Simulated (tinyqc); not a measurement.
Plane-wave Kohn-Sham cycle with exchange-only LDA in a layered model solid, step by step. One step of it, computed by the program tinyqc.

Task: Iteration 1: levels at that k. Diagonalise the Hermitian matrix.

H (hartree), lower triangle:
```
,-2,-1,+0,+1,+2
-2,2.459039
-1,-0.235000,0.428256
+0,0.095000,-0.235000,-0.248672
+1,0.000000,0.095000,-0.235000,0.428256
+2,0.000000,0.000000,0.095000,-0.235000,2.459039
```

Give: eigenvalues.

Result:

eigenvalues (hartree): -0.3727  0.3076  0.6081  2.4847  2.4982
